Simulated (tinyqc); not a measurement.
Gamma, L and X subbands of a thin body with non-parabolic valleys: sweeps and comparisons. A value that a table varies takes the place of the one given here.

Hard walls, flat band, c = hbar^2/2m0, energies from the bulk Gamma edge. For a valley at angle theta to the normal 1/m_z = cos^2/ml + sin^2/mt and m_d = sqrt(ml mt^2/m_z). Subband n starts at E_v + e with e (1 + a e) = c (n pi/t)^2/m_z, and its density-of-states mass is taken as m_d (1 + 2 a e), without further growth at higher in-plane energy. Groups are named by valley and degeneracy.

n_i = g m/(2 pi c) kB T ln(1 + exp((EF - E_i)/kB T)), sum n_i = Ns (1e12/cm^2 = 1e-4/angstrom^2), c = hbar^2/2m0. Quantum capacitance Cq = 1602.176634 sum g m/(2 pi c) f_i in microfarad/cm^2 with f_i = 1/(1 + exp((E_i - EF)/kB T)); Cox = 34.5313/eot (one gate); C/Cox = Cq/(Cq + Cox), the centroid term left out.

Constants: hbar^2/2m0 = 3.80998211 eV angstrom^2; kB = 8.617333262e-05 eV/K.

Parameters, chosen for this exercise (near those of a thin GaAs channel; the results hold for these values, not for the real material):
- face = 100 (surface)
- mG = 0.0681 m0 (Gamma mass)
- aG = 0.57 1/eV (Gamma non-parabolicity)
- EL = 0.308 eV (L edge above Gamma)
- mL = (1.892, 0.075) m0 (L valleys (four, along <111>): ml, mt)
- EX = 0.491 eV (X edge above Gamma)
- mX = (1.289, 0.233) m0 (X valleys (three, along <100>): ml, mt)
- aS = 0.56 1/eV (non-parabolicity of L and X)
- Ns = 4.8 x 1e12/cm^2 (sheet density)
- T = 300 K (temperature)
- eot = 8 angstrom (equivalent oxide thickness)
- ts = (18, 24, 30, 40, 55, 75, 110) angstrom (thicknesses)
- t = 52 angstrom (body thickness)
- Nl = (0.5, 1, 2, 4, 7, 11, 16) x 1e12/cm^2 (sheet densities)

## Thinning the body

Lowest edge of each valley type, the lowest group, the Gamma share and C/Cox, with n = 1 to 8 of all groups.

Results:
```
t (angstrom)  Gamma (eV)  L (eV)  X (eV)  lowest  Gamma share (%)  C/Cox
18                 1.062   1.051   0.577      X1              0.0  0.766
24                 0.688   0.777   0.540      X1              0.4  0.771
30                 0.481   0.629   0.523      G1             45.8  0.809
40                 0.295   0.500   0.509      G1             89.2  0.680
55                 0.167   0.414   0.501      G1             95.8  0.605
75                 0.093   0.367   0.496      G1             97.7  0.578
110                0.045   0.336   0.493      G1             99.3  0.656
```

From 110 down to 18 angstrom Gamma rises by 1.02 eV, L by 0.72 and X by 0.08 eV, the light Gamma mass moving most. The lowest group changes from G1 to X1 between 30 and 24 angstrom. The Gamma share goes from 99 % to 0 %. C/Cox is 0.66 and 0.77 at the ends and lies between 0.58 and 0.81. Hard walls overstate the rise in the thinnest rows.

## Raising the sheet density

Fixed thickness, n = 1 to 8 of all groups; the gate overdrive above the lowest edge is (EF - E_lowest)/e + 0.1602177 Ns/Cox in volts.

Results:
```
Ns (1e12/cm^2)  EF - lowest (eV)  Gamma share (%)     Cq  C/Cox  overdrive (V)
0.5                       -0.007             99.8   2.37  0.355          0.011
1.0                        0.019             99.7   3.73  0.464          0.056
2.0                        0.055             99.4   5.00  0.537          0.129
4.0                        0.113             97.3   6.10  0.586          0.261
7.0                        0.173             85.0  11.80  0.732          0.433
11.0                       0.208             65.3  26.56  0.860          0.617
16.0                       0.231             49.8  44.68  0.912          0.825
```

The lowest subband is G1 n=1. At the highest density band filling takes 0.231 V of the 0.825 V overdrive. Cq grows from 2.4 to 44.7 microfarad/cm^2, helped by heavier valleys that begin to fill: the Gamma share falls from 100 % to 50 %.

## What each parameter does

n = 1 to 8 of all groups. Each row changes one parameter from the base and keeps the others.

Results:
```
case                  lowest edge (eV)  EF (eV)  Gamma share (%)  C/Cox
base                             0.185    0.317             95.3  0.615
t = 46 angstrom                  0.231    0.355             93.4  0.640
mG = 0.0783 m0                   0.163    0.284             98.7  0.603
aG = 0.4 1/eV                    0.190    0.326             93.3  0.625
EL = 0.258 eV                    0.185    0.301             83.4  0.704
Ns = 7.2 x 1e12/cm^2             0.185    0.360             83.9  0.742
eot = 6 angstrom                 0.185    0.317             95.3  0.545
T = 250 K                        0.185    0.321             98.0  0.591
```

The largest shifts from the base row, up to three for each result and ties (the steps differ in size, so this ranks the rows, not the parameters). lowest edge (eV): t +0.046, mG -0.022, aG +0.005; unchanged at the printed digits by EL, Ns, eot and T. EF (eV): Ns +0.043, t +0.038, mG -0.033; unchanged at the printed digits by eot. Gamma share (%): EL -11.9, Ns -11.3, mG +3.4; unchanged at the printed digits by eot. C/Cox: Ns +0.128, EL +0.089, eot -0.070.

Computed by tinyqc, a small Python program: `OMP_NUM_THREADS=1 python tinyqc.py 1280932 1280933 out.jsonl` (the numbers bound the seed that draws the inputs); one thread of a shared host (Intel(R) Xeon(R) Processor @ 2.30GHz), about 0.02 s for the whole set of steps.
